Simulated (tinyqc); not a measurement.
## Minority carriers and saturation current of a heavily doped emitter: effect of the doping

n-type, parabolic bands, full ionisation. eta = (EF - Ec)/kB T solves N = Nc F12(eta), F12(x) = (2/sqrt(pi)) int_0^infinity sqrt(u)/(1 + exp(u - x)) du. The gap shrinks rigidly by dEg = E1 [ln(N/N0) + sqrt(ln^2(N/N0) + 0.5)], an empirical law that is here taken as the true narrowing.

ni = sqrt(Nc Nv) exp(-Eg/(2 Vt)), Eg in volts; degeneracy factor g = F12(eta) exp(-eta); nie^2 = ni^2 exp(dEg/kB T) g, p0 = nie^2/N; apparent narrowing dEg + kB T ln g. 1/tau = Cn N^2 + 1/ts, D = mup Vt, L = sqrt(D tau); J0 = (q p0 D/L)(s + tanh(W/L))/(1 + s tanh(W/L)), s = S L/D; the share recombining inside is 1 - 1/[cosh(W/L)(1 + tanh(W/L)/s)]. The mobility is held fixed.

Inputs (values chosen for the exercise); band and dielectric values close to those of silicon:
```
symbol,value,unit,meaning
T,400,K,temperature
Eg,1.12,eV,band gap
Nc,4.25e19,cm^-3,conduction-band density of states at 400 K
Nv,4.02e19,cm^-3,valence-band density of states at 400 K
E1,10,meV,energy of the narrowing law
N0,7.2e16,cm^-3,density of the narrowing law
mup,200,cm^2/(V s),minority-hole mobility
Cn,2.5e-31,cm^6/s,Auger coefficient
ts,0.61,us,defect lifetime
W,41,nm,emitter width
S,4600,cm/s,recombination velocity at the contact
```

Constants: q = 1.602176634e-19 C, kB = 1.380649e-23 J/K, Vt = kB T/q. Results are converted to the units shown.

Effect of the doping:

| N (cm^-3) | apparent narrowing (meV) | p0 (cm^-3) | L (nm) | J0 (fA/cm^2) | share inside (%) |
|---|---|---|---|---|---|
| 8.6e17 | 50.347 | 6.6234e7 | 19440 | 4.8761e7 | 0.16255 |
| 1.9e18 | 65.670 | 4.6761e7 | 16469 | 3.4447e7 | 0.22635 |
| 4.1e18 | 80.281 | 3.3109e7 | 10863 | 2.4462e7 | 0.51870 |
| 8.9e18 | 94.314 | 2.2917e7 | 5670.2 | 1.7166e7 | 1.8778 |
| 2e19 | 107.28 | 1.4856e7 | 2604.4 | 1.1908e7 | 8.3174 |
| 4.3e19 | 116.08 | 8.9176e6 | 1219.1 | 9.2634e6 | 29.284 |
| 9.3e19 | 117.72 | 4.3249e6 | 564.43 | 9.2988e6 | 65.905 |
| 2e20 | 104.87 | 1.3850e6 | 262.54 | 1.0020e7 | 89.963 |
| 4.5e20 | 60.621 | 1.7054e5 | 116.69 | 5.5601e6 | 97.878 |

The apparent narrowing goes from 50.3 through a maximum of 118 (at N = 9.3e19 cm^-3 among the rows listed) to 60.6 meV. p0 goes as N^(-0.44) between the first two rows and N^(-2.58) between the last two (-1 without narrowing or degeneracy), and J0 moves up and down between 5.56e6 and 4.88e7 fA/cm^2.

Range of the model: Band tails, non-parabolic bands and incomplete ionisation are left out.

Program tinyqc, `OMP_NUM_THREADS=1 python tinyqc.py 2330068 2330069 out.jsonl`; Intel Xeon 2.30GHz, shared host, one thread, about 0.01 s.
